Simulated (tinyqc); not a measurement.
## Pinning of the barrier by interface states

Cowley-Sze model with the space charge neglected: phiB = S (phiM - chi) + (1 - S)(Eg - phi0), S = 1/(1 + q Dit dl/(eps0 ei)), dl in cm.

Inputs (values chosen for the exercise); band and dielectric values close to those of silicon:
```
symbol  value  unit                                         meaning
Eg       1.13    eV                                        band gap
chi      4.04    eV                               electron affinity
dl        0.6    nm              thickness of the interfacial layer
ei          1        relative permittivity of the interfacial layer
phi0     0.52    eV            neutral level above the valence band
phiM     5.08    eV                             metal work function
```

Constants: q = 1.602176634e-19 C, eps0 = 8.8541878128e-14 F/cm where lengths are in cm. Results are converted to the units shown.

Results:
```
Dit (cm^-2 eV^-1)         S  phiB (eV)  change of phiB for 0.5 eV more work function (eV)
1e11                 0.9893      1.035                                             0.4946
3e11                 0.9685      1.026                                             0.4842
1e12                 0.9021     0.9979                                             0.4510
3e12                 0.7543     0.9344                                             0.3772
1e13                 0.4795     0.8162                                             0.2397
3e13                 0.2349     0.7110                                             0.1175
3e14                0.02979     0.6228                                            0.01489
1e15               0.009127     0.6139                                           0.004563
```

Estimate the missing row, Dit = 1e14 cm^-2 eV^-1.

Computed row:
```
Dit (cm^-2 eV^-1)        S  phiB (eV)  change of phiB for 0.5 eV more work function (eV)
1e14               0.08434     0.6463                                            0.04217
```

With this row back in the table: S falls from 0.989 to 0.00913, passing 1/2 at Dit = eps0 ei/(q dl) = 9.21e12 cm^-2 eV^-1. The barrier falls from 1.04 to 0.614 eV, from near the Schottky-Mott value phiM - chi = 1.04 eV towards the pinned value Eg - phi0 = 0.610 eV.

Numbers from tinyqc (`OMP_NUM_THREADS=1 python tinyqc.py 2020140 2020141 out.jsonl`; about 0.1 s on one thread of a shared Intel Xeon 2.30GHz).
